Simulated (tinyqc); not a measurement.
Band gaps under pressure and temperature from deformation potentials: sweeps and comparisons. A value that a table varies takes the place of the one given here.

Murnaghan: V/V0 = (1 + Bp P/B0)^(-1/Bp), B0 = (C11 + 2 C12)/3. Each gap moves by a ln(V/V0) with its volume potential a, and falls with temperature by aV T^2/(T + bV) (Varshni); the two effects are added. No change of phase is considered.

Constants: hc = 1239.841984 eV nm.

Inputs chosen for the exercise (near those of InP, the X and L potentials typical of such crystals; the results hold for these values, not for the real material): Eg = 1.412 eV (gap at Gamma to the s-like level at 0 K, 0 GPa); EgX = 2.343 eV (gap to X at 0 K, 0 GPa); EgL = 2.047 eV (gap to L at 0 K, 0 GPa); C11 = 100.2 GPa; C12 = 56 GPa; Bp = 4.02 (pressure derivative of the bulk modulus); aG = -6.66 eV (volume potential of the Gamma gap); aX = 1.1 eV (volume potential of the X gap); aL = -3.05 eV (volume potential of the L gap); aV = (0.365, 0.457, 0.356) meV/K (Varshni alpha of Gamma, X, L); bV = (165, 196, 150) K (Varshni beta of Gamma, X, L); T = 77 K (temperature); P = 1.8 GPa (pressure).

## Gaps against pressure

The last column is the linear form E0 + c1 P for Gamma, c1 = -aG/B0.

Gaps (eV):

| P (GPa) | ln(V/V0) | Gamma | X | L | lowest | Gamma, linear |
|---|---|---|---|---|---|---|
| 0.00 | 0.0000 | 1.403 | 2.333 | 2.038 | Gamma | 1.403 |
| 1.00 | -0.0138 | 1.495 | 2.318 | 2.080 | Gamma | 1.497 |
| 2.00 | -0.0268 | 1.581 | 2.304 | 2.119 | Gamma | 1.591 |
| 3.00 | -0.0392 | 1.664 | 2.290 | 2.157 | Gamma | 1.686 |
| 4.00 | -0.0510 | 1.742 | 2.277 | 2.193 | Gamma | 1.780 |
| 5.00 | -0.0622 | 1.817 | 2.265 | 2.227 | Gamma | 1.874 |
| 6.00 | -0.0730 | 1.889 | 2.253 | 2.260 | Gamma | 1.968 |
| 7.00 | -0.0833 | 1.958 | 2.241 | 2.292 | Gamma | 2.062 |
| 8.00 | -0.0932 | 2.024 | 2.231 | 2.322 | Gamma | 2.156 |

What does this show, and why?

Over 8 GPa Gamma moves by +0.621, L by +0.284 and X by -0.103 eV. Gamma stays lowest. The linear form overshoots by 132 meV at the end, because the crystal stiffens; the gap is linear in ln V, not in P.

## Gaps against temperature

At the pressure P; wavelength hc/E of the lowest gap.

Gaps (eV):

| T (K) | Gamma | X | L | lowest | wavelength (nm) |
|---|---|---|---|---|---|
| 0 | 1.5734 | 2.3163 | 2.1209 | Gamma | 788.0 |
| 50 | 1.5691 | 2.3117 | 2.1164 | Gamma | 790.2 |
| 100 | 1.5596 | 2.3009 | 2.1067 | Gamma | 795.0 |
| 200 | 1.5334 | 2.2702 | 2.0802 | Gamma | 808.6 |
| 300 | 1.5027 | 2.2334 | 2.0497 | Gamma | 825.1 |
| 400 | 1.4700 | 2.1937 | 2.0173 | Gamma | 843.4 |
| 500 | 1.4361 | 2.1522 | 1.9840 | Gamma | 863.3 |
| 600 | 1.4016 | 2.1097 | 1.9500 | Gamma | 884.6 |

How do the results move?

From 0 to 100 K the Gamma gap falls by 13.8 meV, from 500 to 600 K by 34.5 meV: quadratic below bV, linear with a slope tending to aV = 0.365 meV/K above. Gamma stays lowest. A pressure of 0.75 GPa, with the slope -aG/B0 at zero pressure, would undo the fall of the Gamma gap from 0 to 300 K.

## What each parameter does

Gaps at P and T. Each row changes one parameter from the base and keeps the others.

Results:

| case | Gamma (eV) | X (eV) | L (eV) |
|---|---|---|---|
| base | 1.5644 | 2.3064 | 2.1116 |
| T = 127 K | 1.5532 | 2.2935 | 2.1002 |
| C11 = 90.18 GPa | 1.5720 | 2.3052 | 2.1151 |
| C12 = 61.6 GPa | 1.5567 | 2.3077 | 2.1081 |
| Bp = 3.618 | 1.5652 | 2.3063 | 2.1119 |
| aG = -5.994 eV | 1.5483 | 2.3064 | 2.1116 |
| aX = 0.99 eV | 1.5644 | 2.3091 | 2.1116 |
| aL = -2.745 eV | 1.5644 | 2.3064 | 2.1042 |
| P = 1.98 GPa | 1.5797 | 2.3039 | 2.1186 |

How do the results move?

The largest shifts from the base row, up to three for each result and ties (the steps differ in size, so this ranks the rows, not the parameters). Gamma (eV): aG -0.0161, P +0.0153, T -0.0112; unchanged at the printed digits by aX and aL. X (eV): T -0.0129, aX +0.0027, P -0.0025; unchanged at the printed digits by aG and aL. L (eV): T -0.0114, aL -0.0074, P +0.0070; unchanged at the printed digits by aG and aX.

(tinyqc, `OMP_NUM_THREADS=1 python tinyqc.py 1050369 1050370 out.jsonl`, Intel(R) Xeon(R) Processor @ 2.30GHz, 1 thread, shared host, about 0.01 s.)
